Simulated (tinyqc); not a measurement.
Comparisons within one model: special k points of the fcc lattice. A value that a table varies takes the place of the one given here.

Lattice vectors in units of a: a1 = (0, 1/2, 1/2), a2 = (1/2, 0, 1/2), a3 = (1/2, 1/2, 0); reciprocal vectors b_i with a_i . b_j = 2 pi delta_ij. Mesh: k = sum_i f_i b_i with f_i = (2 j_i + shift)/(2 N), j_i = 0 .. N-1. The point group of the lattice has 48 operations; only those that map the mesh onto itself are used.

A_m(k) = sum over the m-th star of lattice vectors R of cos(k . R), stars in order of length: m = 1: |R|^2 = 0.5, 12 vectors, such as (1, 0, 0) in the basis a_i; m = 2: |R|^2 = 1, 6 vectors, such as (1, 1, -1) in the basis a_i; m = 3: |R|^2 = 1.5, 24 vectors, such as (2, 0, -1) in the basis a_i; m = 4: |R|^2 = 2, 12 vectors, such as (2, 0, 0) in the basis a_i; m = 5: |R|^2 = 2.5, 24 vectors, such as (2, 1, -1) in the basis a_i; m = 6: |R|^2 = 3, 8 vectors, such as (3, -1, -1) in the basis a_i. The zone mean of every A_m is zero.

Test function, the lower band of a two-band insulator: E(k) = -sqrt(D^2 + (e0 - t A_1(k))^2).

Values chosen for the exercise (the lattice of Si, GaAs, Cu and Al; the results hold for these values, not for the real material): D = 0.84 eV (half gap term); t = 0.25 eV (coupling); e0 = 0.92 eV (offset); N = 4 (points along each reciprocal vector); shift = 0 (half steps).

## Mesh size and shift

Errors of the mean of E against the unshifted mesh with N = 24. The fifth column is |R|^2 of the shortest star with a non-zero mean.

Meshes:

| mesh | points | irreducible | operations | \|R\|^2 missed | error (meV) |
|---|---|---|---|---|---|
| 1 Gamma | 1 | 1 | 48 | 0.50 | -777.719 |
| 1 shifted | 1 | 1 | 12 | 1.00 | 219.700 |
| 2 Gamma | 8 | 3 | 48 | 2.00 | -223.697 |
| 2 shifted | 8 | 2 | 12 | 4.00 | -27.090 |
| 3 Gamma | 27 | 4 | 48 | 4.50 | 20.807 |
| 3 shifted | 27 | 6 | 12 | 9.00 | 4.710 |
| 4 Gamma | 64 | 8 | 48 | 8.00 | -1.113 |
| 4 shifted | 64 | 10 | 12 | 16.00 | -0.775 |
| 5 Gamma | 125 | 10 | 48 | 12.50 | -1.348 |
| 5 shifted | 125 | 19 | 12 | >16 | 0.188 |
| 6 Gamma | 216 | 16 | 48 | >16 | 0.766 |
| 6 shifted | 216 | 28 | 12 | >16 | -0.057 |

reference mean = -1.46549 eV

The shifted mesh has the smaller error for 6 of 6 values of N and the larger for 0. The cheapest mesh within 1 meV is 4 shifted, with 10 irreducible points. A mesh misses the lattice vectors N (n1 a1 + n2 a2 + ...); the half shift gives each the sign (-1)^(n1 + n2 + ...), so the 12 shortest ones add up to 0 in place of 12: they cancel. The shift lowers the symmetry; it leaves more irreducible points for N = 3, 4, 5 and 6; it leaves fewer irreducible points for N = 2.

## Gap and mesh density

D takes the values listed; errors against the unshifted mesh with N = 30, for unshifted meshes.

Errors (meV):

| D (eV) | reference (eV) | N = 2 | N = 4 | N = 6 | N = 8 |
|---|---|---|---|---|---|
| 0.2 | -1.1707 | -285.105 | -3.389 | 7.185 | 0.964 |
| 0.4 | -1.2362 | -265.663 | -3.069 | 3.832 | 0.297 |
| 0.8 | -1.4410 | -227.205 | -1.246 | 0.886 | 0.021 |
| 1.5 | -1.9390 | -175.078 | -0.054 | 0.083 | -0.001 |
| 2.5 | -2.7936 | -126.899 | 0.108 | 0.006 | 0.000 |
| 4.0 | -4.1926 | -87.056 | 0.056 | 0.000 | 0.000 |

The first listed N from which the error stays below 0.5 meV is none for D = 0.2, 8 for D = 0.4, 8 for D = 0.8, 4 for D = 1.5, 4 for D = 2.5, 4 for D = 4 eV. A larger D makes the function smoother, so its Fourier coefficients fall faster with |R|; single entries change sign along a column, so a small error on one coarse mesh can be a cancellation.

## One point for the whole zone

The mean-value (Baldereschi) point is taken at k = (2 pi/a) (0.6223, 0.2953, 0), that is f = (0.1477, 0.3111, 0.4588); the reference is the mesh with N = 24.

Single points:

| point | A_1 | A_2 | A_3 | A_4 | E (eV) |
|---|---|---|---|---|---|
| Gamma | 12.000 | 6.000 | 24.000 | 12.000 | -2.2432 |
| mean-value point | 0.000 | 0.000 | -4.405 | -3.192 | -1.2457 |
| zone-face centre b1/2 | 0.000 | -6.000 | 0.000 | 12.000 | -1.2458 |

reference mean = -1.4655 eV

The mean-value point makes A_1 and A_2 vanish. Its error is +220 meV, against -778 meV at Gamma and +220 meV at b1/2. E is not linear in A_1; its powers hold sums of nearest vectors and a non-zero mean, so this point is not exact. A_1 has the same value at b1/2, and E depends on A_1 alone, so this test cannot tell the two points apart.

## What moves the zone average

Mean of E over the mesh, and its error against the unshifted mesh with N = 24. Each row changes one parameter from the base and keeps the others.

Results:

| case | mean (eV) | error (meV) | irreducible points |
|---|---|---|---|
| base | -1.4666 | -1.11 | 8 |
| N = 5 | -1.4668 | -1.35 | 10 |
| shift = 1 | -1.4663 | -0.77 | 10 |
| D = 0.588 eV | -1.3243 | -2.14 | 8 |
| t = 0.325 eV | -1.6139 | -9.71 | 8 |

The largest shifts from the base row, up to three for each result and ties (the steps differ in size, so this ranks the rows, not the parameters). mean (eV): t -0.1473, D +0.1423, shift +0.0003. error (meV): t -8.60, D -1.02, shift +0.34. irreducible points: N +2, shift +2; unchanged at the printed digits by D and t.

(tinyqc, `OMP_NUM_THREADS=1 python tinyqc.py 1680388 1680389 out.jsonl`, Intel(R) Xeon(R) Processor @ 2.30GHz, 1 thread, shared host, about 0.2 s.)
